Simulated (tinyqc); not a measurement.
## Threshold-voltage variability of a planar MOSFET, analytic estimates: effect of the gate width

Three independent sources add in quadrature: random dopants in the depleted layer, metal-gate grains of two orientations, and roughness of the two gate edges acting through the roll-off VT = VT(long) - Vr exp(-L/l). These are first-order estimates: no three-dimensional electrostatics, no percolation.

ni = sqrt(Nc Nv) exp(-Eg/(2 Vt)), Eg in volts; Cox = 3.9 eps0/ti; Wd = sqrt(4 eps0 eps_r Vt ln(Na/ni)/(q Na)); dopants: s1 = (q/Cox) sqrt(Na Wd/(3 L W)). Grains: Ng = L W/G^2 (at least 1), s2 = dW sqrt(p (1 - p)/Ng). Edges, with exponential correlation and u = W/La: the mean gate length has sL^2 = 2 De^2 (2/u)[1 - (1 - exp(-u))/u]; s3 = sL (Vr/l) exp(-L/l). s = sqrt(s1^2 + s2^2 + s3^2). l and Vr are held fixed.

Inputs (values chosen for the exercise); material values close to those of silicon: temperature T = 300 K; band gap Eg = 1.11 eV; relative permittivity of the semiconductor eps_r = 11.6; conduction-band density of states at T Nc = 2.76e19 cm^-3; valence-band density of states at T Nv = 2.67e19 cm^-3; channel doping Na = 5.9e18 cm^-3; oxide-equivalent thickness in inversion ti = 1.5 nm; gate length L = 32 nm; metal grain size G = 10 nm; work-function difference of the two grain orientations dW = 0.15 eV; share of the orientation of higher work function p = 0.4; rms roughness of one gate edge De = 1.2 nm; correlation length of the roughness La = 30 nm; decay length of the threshold roll-off l = 5.7 nm; prefactor of the roll-off Vr = 2.8 V.

Constants: q = 1.602176634e-19 C, kB = 1.380649e-23 J/K, Vt = kB T/q, eps0 = 8.8541878128e-14 F/cm where lengths are in cm. Results are converted to the units shown.

Results:
```
W (nm)  s1 (mV)  s2 (mV)  s3 (mV)  s (mV)  s sqrt(L W) (mV um)
26       41.398   25.476   2.6574  48.682               1.4042
43       32.191   19.810   2.4583  37.878               1.4051
70       25.230   15.526   2.2034  29.707               1.4060
110      20.127   12.386   1.9237  23.711               1.4067
300      12.187   7.5000   1.2897  14.368               1.4078
490      9.5361   5.8685   1.0306  11.245               1.4080
790      7.5103   4.6218  0.82166  8.8567               1.4082
```

Estimate the missing row, W = 180 nm.

Computed row:
```
W (nm)  s1 (mV)  s2 (mV)  s3 (mV)  s (mV)  s sqrt(L W) (mV um)
180      15.734   9.6825   1.6025  18.544               1.4074
```

With this row back in the table: As W goes from 26 to 790 nm, s falls from 48.7 to 8.86 mV. The dopants are the largest source in the first and the last row. The product s sqrt(L W) stays near 1.41 mV um: s1 and s2 count independent dopants and grains, so they go as 1/sqrt(L W), and s3 is too small to matter.

tinyqc, about 0.02 s, one thread, Intel Xeon 2.30GHz (shared host): `OMP_NUM_THREADS=1 python tinyqc.py 2090127 2090128 out.jsonl`
